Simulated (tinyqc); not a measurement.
# Fermi-level pinning from two metals

Problem. Cowley-Sze model with the space charge neglected: phiB = S (phiM - chi) + (1 - S)(Eg - phi0), S = 1/(1 + q Dit dl/(eps0 ei)), dl in cm. Find S, phi0 and Dit.

Inputs (values chosen for the exercise); band and dielectric values close to those of indium phosphide: band gap Eg = 1.33 eV; electron affinity chi = 4.3 eV; thickness of the interfacial layer dl = 0.4 nm; relative permittivity of the interfacial layer ei = 2.

Constants: q = 1.602176634e-19 C, eps0 = 8.8541878128e-14 F/cm where lengths are in cm. Results are converted to the units shown.

barriers for metals with phiM = 4.7 and 5.26 eV (eV): [0.64067773, 0.91391278]

Solution. S is the slope of phiB against phiM; either barrier then gives phi0, and S gives Dit.

S = 0.4879
phi0 = 0.4600 eV
Dit = 2.900e13 cm^-2 eV^-1

Program tinyqc, `OMP_NUM_THREADS=1 python tinyqc.py 2020170 2020171 out.jsonl`; Intel Xeon 2.30GHz, shared host, one thread, about 0.08 s.
